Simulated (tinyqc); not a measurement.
Raising U: Hubbard chain of 3 sites, mean field against exact. Computed by the program tinyqc. Collinear unrestricted mean field (the lowest of 40 random starts) against exact diagonalisation.

one-body matrix (hopping and site energies) (eV):
```
         1        2        3
1   0.0500  -0.6100   0.0000
2  -0.6100  -0.0100  -0.6100
3   0.0000  -0.6100  -0.5800
```

electrons, up and down: 2  1

Exact and mean-field results (eV):
```
U          U/t   E exact  E mean field  mean |n_up - n_down|  double occupancy, exact  first gap in the sector
0.300    0.492  -2.19289      -2.18802                 0.333                    0.216                    0.833
0.610    1.000  -2.00312      -1.98135                 0.351                    0.192                    0.796
1.220    2.000  -1.69738      -1.61139                 0.501                    0.143                    0.687
2.440    4.000  -1.30929      -1.14234                 0.826                    0.076                    0.489
3.660    6.000  -1.09903      -0.94527                 0.924                    0.043                    0.364
4.880    8.000  -0.97447      -0.84454                 0.958                    0.027                    0.286
7.320   12.000  -0.83780      -0.74323                 0.981                    0.013                    0.197
12.200  20.000  -0.72140      -0.66198                 0.993                 4.87e-03                    0.121
```

Estimate the missing row, U = 1.83.

Computed row:
```
U        U/t   E exact  E mean field  mean |n_up - n_down|  double occupancy, exact  first gap in the sector
1.830  3.000  -1.47252      -1.32596                 0.700                    0.104                    0.579
```

In absolute terms mean field is worst at U/t = 4.0, 0.167 eV too high: at small U it is nearly exact, and at large U it misses only exchange-scale energies. Relative to the exact energy its error is 0.2 % at the smallest U, 14 % at most and 8 % at the largest. The double occupancy falls from 0.216 to 0.005.
